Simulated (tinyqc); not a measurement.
Conversion gain and read noise from the photon-transfer curve.

Problem. Temporal variance = CG x mean output + vn^2 (dark signal removed), CG = q As/Cf. Find CG, vn, the read noise in electrons and Cf.

Parameters, values chosen for the exercise: source-follower gain As = 0.87.

Constants: q = 1.602176634e-19 C. Results are converted to the units shown.

temporal variance at mean outputs of 100 and 630 mV (mV^2): 11.61987660  73.18351376

Answer. Poisson statistics make the slope equal to CG; the intercept is vn^2.

CG = 116.2 uV/electron
vn = 64.00 uV
read noise = 0.5510 electrons
Cf = 1.200 fF

Program tinyqc, `OMP_NUM_THREADS=1 python tinyqc.py 2630106 2630107 out.jsonl`; Intel Xeon 2.30GHz, shared host, one thread, about 0.01 s.
